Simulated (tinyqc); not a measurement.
Inside a calculation. Model: carrier lifetime from Shockley-Read-Hall, radiative, Auger and surface recombination. Computed by tinyqc, a small Python program that keeps every step. Command: `OMP_NUM_THREADS=1 python tinyqc.py 3000882 3000883 out.jsonl lifetime walk`. One thread of a shared host (Intel(R) Xeon(R) Processor @ 2.30GHz), about 0.02 s of CPU time with the checks. Intermediate numbers are printed to about 6 digits and carried at full precision; extremes and crossings named in words are read from the listed rows.

Energies are counted from the top of the valence band. Boltzmann statistics, full ionisation, and equal excess densities of electrons and holes.

Inputs (values chosen for the exercise, for a model semiconductor): gap E_g = 3.6 eV; electron mass m_e = 0.238 m_0; valleys M_c = 1; hole mass m_h = 1.15 m_0; temperature T = 350 K; doping N = 4.8e+15 cm^-3; trap level E_t = 2.82 eV; trap density N_t = 1.9e+13 cm^-3; electron cross-section sigma_n = 3.1e-16 cm^2; hole cross-section sigma_p = 6.3e-16 cm^2; radiative coefficient B = 1.4e-10 cm^3/s; Auger coefficient C_n = 2.8e-30 cm^6/s; Auger coefficient C_p = 1.2e-31 cm^6/s; excess density dn = 1.1e+15 cm^-3; generation rate G = 5e+18 cm^-3 s^-1; diffusion coefficient D = 10 cm^2/s.

Doping: n-type. Surface term: none.

Constants: m_0 = 9.1093837015e-31 kg; k_B = 1.380649e-23 J/K; h = 6.62607015e-34 J s; k_B = 8.617333262e-05 eV/K.

## Equilibrium densities

N_c = 2 M_c (2 pi m_e k_B T/h^2)^(3/2) and N_v = 2 (2 pi m_h k_B T/h^2)^(3/2), masses in units of m_0. n_i = sqrt(N_c N_v) exp(-E_g/2 k_B T); majority density N/2 + sqrt(N^2/4 + n_i^2), minority density n_i^2 over it.

N_c = 3.67162e+18 cm^-3

N_v = 3.89977e+19 cm^-3

n_i = 1.44241e-07 cm^-3

n_0 = 4.80e+15 cm^-3

p_0 = 4.33448e-30 cm^-3

## Capture times and SRH densities

v = sqrt(3 k_B T/m) with m_e or m_h; tau_n0 = 1/(sigma_n v_n N_t), tau_p0 = 1/(sigma_p v_p N_t); n1 = N_c exp(-(E_g - E_t)/k_B T), p1 = N_v exp(-E_t/k_B T).

v_n = 2.58585e+07 cm/s

v_p = 1.17637e+07 cm/s

tau_n0 = 6.56571e-06 s

tau_p0 = 7.10171e-06 s

n1 = 2.15453e+07 cm^-3

p1 = 9.65664e-22 cm^-3

n1 and p1 are both far below the doping: the level acts as a deep recombination centre.

## Lifetimes at the given injection

With n = n_0 + dn, p = p_0 + dn and U/dn = 1/tau: (n p - n_i^2)/dn = n_0 + p_0 + dn = s; 1/tau_SRH = s/[tau_p0 (n + n1) + tau_n0 (p + p1)]; 1/tau_rad = B s; 1/tau_Aug = (C_n n + C_p p) s; the rates add. Radiative efficiency = tau_eff/tau_rad; effective diffusion length = sqrt(D tau_eff).

tau_SRH at dn = 8.32583e-06 s

tau_rad at dn = 1.21065e-06 s

tau_Aug at dn = 0.0101784 s

effective lifetime at dn = 1.05685e-06 s

radiative efficiency at dn = 0.872960

effective diffusion length at dn = 32.5093 micrometre

Radiative recombination carries 87 % of the rate; dn/N = 0.23 is intermediate injection.

## Steady state under generation

dn solves dn/tau_eff(dn) = G (60 bisections in ln dn between 1e-2 and 1e22 cm^-3); the splitting of the quasi-Fermi levels is k_B T ln(n p/n_i^2).

steady excess density = 6.14575e+12 cm^-3

lifetime in the steady state = 1.22915e-06 s

quasi-Fermi splitting under G = 2.92736 eV

The splitting, an upper bound for e V_oc, is 81 % of the gap.

## Lifetime against injection

Rows stop below half the smaller effective density of states.

Lifetimes (s):
```
dn (cm^-3)          SRH    radiative        Auger    effective  radiative efficiency  fastest channel
1.00e+10    7.10172e-06  1.48809e-06  1.55009e-02  1.23020e-06              0.826695        radiative
1.00e+11    7.10185e-06  1.48806e-06  1.55003e-02  1.23018e-06              0.826700        radiative
1.00e+12    7.10308e-06  1.48779e-06  1.54944e-02  1.23003e-06              0.826752        radiative
1.00e+13    7.11536e-06  1.48500e-06  1.54352e-02  1.22849e-06              0.827267        radiative
1.00e+14    7.23570e-06  1.45773e-06  1.48618e-02  1.21319e-06              0.832251        radiative
1.00e+15    8.23373e-06  1.23153e-06  1.05387e-02  1.07118e-06              0.869801        radiative
1.00e+16    1.15380e-05  4.82625e-07  1.58461e-03  4.63113e-07              0.959570        radiative
1.00e+17    1.33667e-05  6.81570e-08  3.12401e-05  6.76644e-08              0.992772        radiative
1.00e+18    1.36361e-05  7.10874e-09  3.39268e-07  6.95929e-09              0.978977        radiative
```

tau_SRH goes from 7.10e-6 s at low injection (the minority capture time, 7.10e-6 s) to 1.36e-5 s in the last row; at high injection it tends to tau_n0 + tau_p0 = 1.37e-5 s. Ruling channel by row: radiative from 1e10 cm^-3. The radiative efficiency peaks at 0.993 near 1e17 cm^-3, below which non-radiative terms of first order take a larger share and above which Auger recombination does.

## Where in the gap a trap does harm

Low injection: tau = [tau_p0 (n_0 + n1) + tau_n0 (p_0 + p1)]/(n_0 + p_0). Depleted region (n = p = 0): generation lifetime tau_g = (tau_p0 n1 + tau_n0 p1)/n_i. n1 = N_c exp(-(E_g - E_t)/k_B T), p1 = N_v exp(-E_t/k_B T).

The same trap at other energies:
```
E_t (eV)  SRH lifetime (s)  generation lifetime (s)
0.216          4.84841e-05              1.37711e+18
0.540          7.10260e-06              2.97559e+13
0.900          7.10171e-06              1.94895e+08
1.260          7.10171e-06              1.27653e+03
1.620          7.10171e-06              8.36100e-03
1.800          7.10171e-06              2.35770e-05
1.980          7.10171e-06              8.51503e-04
2.340          7.10171e-06              1.29996e+02
2.700          7.10171e-06              1.98473e+07
3.060          7.10180e-06              3.03022e+12
3.384          1.13159e-05              1.40239e+17
```

The SRH lifetime (other channels left aside) stays within 10 % of its least value, among these rows, from E_t = 0.54 to 3.06 eV. The generation lifetime has a sharp minimum, among these rows at 1.8 eV and exactly at 1.834 eV, where tau_p0 n1 = tau_n0 p1, since generation needs two thermal jumps and the larger one rules.

Checks made by the program: n1 p1 = n_i^2 (relative difference below 1e-10).
